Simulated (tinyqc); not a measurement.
Off-state leakage of single and stacked transistors: course of the iteration.

n-channel devices of unit width. Subthreshold current I(Vg, Vs, Vd) = I0 (T/300 K)^0.5 exp[(Vg - Vs - VT(T) - gb (Vs - Vb) + dd (Vd - Vs))/(nf Vt)] (1 - exp(-(Vd - Vs)/Vt)), VT(T) = VT - cT (T - 300 K). Gate-edge tunnelling Ig (Vd/1 V) exp(ag (Vd - 1 V)), for a gate at 0 V, and band-to-band leakage Ab u exp(-Bb/u), u = Vd - Vb + 1 V, flow at a drain held at V; both are taken as independent of T. In a stack of off transistors (all gates at 0 V) the same subthreshold current passes through each.

Start: Vx = dd V/(1 + gb + 2 dd), the solution for Vx well above Vt, rounded to three decimals.

Stack of two, Vx the node between them: I_low = I(0, 0, Vx), I_up = I(0, Vx, V), f = ln(I_up/I_low), f' = -(1 + gb + 2 dd)/(nf Vt) - 1/(Vt (exp(Vx/Vt) - 1)) - 1/(Vt (exp((V - Vx)/Vt) - 1)), Vx(new) = Vx - f/f'.

Stop when the step is below 1e-11 V, or after 40 iterations.

Parameters, values chosen for the exercise; values of the order met in bulk silicon logic transistors: temperature T = 330 K; supply voltage V = 0.7 V; threshold at 300 K, zero drain and body bias VT = 0.29 V; fall of the threshold with temperature cT = 0.8 mV/K; current at threshold at 300 K I0 = 0.43 uA/um; slope factor nf = 1.44; drain-induced lowering per volt dd = 0.08; rise of the threshold per volt of source-body bias gb = 0.12; body voltage Vb = -0.6 V.

Constants: q = 1.602176634e-19 C, kB = 1.380649e-23 J/K, Vt = kB T/q. Results are converted to the units shown.

Course of the iteration:

| iteration | Vx before the step (V) | step (V) |
|---|---|---|
| 1 | 0.044 | 5.68e-3 |
| 2 | 0.0496787 | 1.61e-4 |
| 3 | 0.0498392 | 1.05e-7 |
| 4 | 0.0498393 | 4.48e-14 |

Did this iteration meet its convergence test, and what does its course show?

Yes. Converged in 4 iterations. The subthreshold current of the stack is 0.1069 nA/um, 4.31 times less than that of one transistor (the drain leakage is unchanged); the estimate exp[dd V (1 + gb + dd)/((1 + gb + 2 dd) nf Vt)] gives 3.60.

Numbers from tinyqc (`OMP_NUM_THREADS=1 python tinyqc.py 2242071 2242072 out.jsonl`; about 0.03 s on one thread of a shared Intel Xeon 2.30GHz).
